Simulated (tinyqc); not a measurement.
Potential-pH (Pourbaix) lines of a metal, its cation, its oxide and an oxyanion, with a complexing ligand: one step, computed by the program tinyqc.

Potentials are against the standard hydrogen electrode; solids and water have unit activity; dG_f of M, H+ and the electron is zero; F = e N_A and s = R T ln(10)/F. The cation carries z = 2.

Task: A complexing ligand. M2+ + 2e = M; MO + 2H+ + 2e = M + H2O; MO2(2-) + 4H+ + 2e = M + 2H2O. For each, E0 = -dG/(z F), and E = E0 + (s/z) log10 a - (s n_H/z) pH, with no activity term for the oxide. The free ligand is c_L/(1 + 10^(pKa - pH)) (ligand in excess); dissolved metal is a in all, so the free cation is a/alpha, alpha = 1 + beta [L]; the cation line drops by (s/z) log10 alpha.

Inputs (values chosen for the exercise, modelled on tin):

| quantity | value | unit |
|---|---|---|
| temperature T | 298.15 | K |
| log10 of the dissolved activity a | -3 | - |
| pH | 11 | - |
| log10 of the stability constant beta of ML | 10 | - |
| pKa of HL | 7.4 | - |
| total ligand c_L | 0.035 | mol/L |

Species: M, M2+, MO, MO2(2-).

E0 (V): cation -0.1399176, oxide -0.0748300, oxyanion 0.8423042

s = 0.05915935 V

Give: free ligand; log10 alpha; cation line with ligand; that line less the oxide line.

Result:

free ligand = 0.03499 mol/L

log10 alpha = 8.544

cation line with ligand = -0.4814 V

that line less the oxide line = 0.2442 V

The oxide still lies below the complexed cation at this pH.
